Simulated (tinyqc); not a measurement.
From results back to parameters: Wannier exciton and Elliott formula.

Problem. Bulk exciton lines lie at Eg - Ry*/n^2 with Ry* = Ry mu/eps^2. Lines n = 2 and 3 were computed from hidden Eg and mu.

Constants: Ry = 13.60569312 eV; a0 (Bohr radius) = 0.5291772105 angstrom.

Inputs chosen for the exercise (out of a larger set: near those of ZnSe; not measured data): eps = 8.5 (dielectric constant).

lines (eV): 2.850231  2.853436

Find: Ry*; Eg; mu; a* = a0 eps/mu.

Solution. The spacing is Ry* (1/4 - 1/9).

Ry* = 23.08 meV
Eg = 2.8560 eV
mu = 0.123 m0
a* = a0 eps/mu = 37 angstrom

tinyqc: `OMP_NUM_THREADS=1 python tinyqc.py 1250623 1250624 out.jsonl`; about 0.02 s, one thread, shared Intel(R) Xeon(R) Processor @ 2.30GHz.
